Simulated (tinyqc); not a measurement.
Screening the field: polar nitride quantum well with polarisation fields.

Envelope functions on cells of 0.25 angstrom over barrier, well, barrier (widths Lb, Lw, Lb), psi = 0 beyond, psi'/m continuous (mean mass between points), c = hbar^2/2m0. With u(z) the integral of e F (F_w in the well, F_b = -F_w Lw/Lb in the barriers, 1 MV/cm = 0.01 V/angstrom), zero at the centre of the well, the electron sees u plus Vc in the barriers and the hole -u plus Vv. The transition is Eg + E_e + E_h; excitons are left out.

Constants: hbar^2/2m0 = 3.80998211 eV angstrom^2; hc = 1239.841984 eV nm.

Values chosen for the exercise (near those of a GaN well in AlGaN; shifted at random, so the results belong to these values and not to a real crystal):
- Lw = 36 angstrom (well width)
- Lb = 115 angstrom (barrier width)
- Eg = 3.44 eV (gap of the well)
- Vc = 0.573 eV (conduction offset)
- Vv = 0.27 eV (valence offset)
- me = 0.2 m0 (electron, well)
- meb = 0.244 m0 (electron, barrier)
- mh = 1.79 m0 (hole, everywhere)

F_w = -1.8956 MV/cm

Carriers or a semipolar orientation reduce the field; here it is simply scaled in well and barrier.

Results:
```
share of the field  F_w (MV/cm)  E (eV)     nm  overlap^2  separation (angstrom)
1.0                      -1.896  3.2330  383.5      0.028                   23.5
0.8                      -1.516  3.3161  373.9      0.059                   21.6
0.6                      -1.137  3.3916  365.6       0.12                   19.2
0.4                      -0.758  3.4570  358.6       0.27                   15.9
0.2                      -0.379  3.5076  353.5       0.58                   10.8
0.0                       0.000  3.5307  351.2       0.98                    0.0
```

Full screening shifts the line by -32.3 nm (+298 meV). The first fifth of the screening gives 83 meV and the last fifth 23 meV; a purely quadratic shift would give a ratio of 9, a linear one 1, and here it is 3.6.

tinyqc: `OMP_NUM_THREADS=1 python tinyqc.py 1280821 1280822 out.jsonl`; about 0.06 s, one thread, shared Intel(R) Xeon(R) Processor @ 2.30GHz.
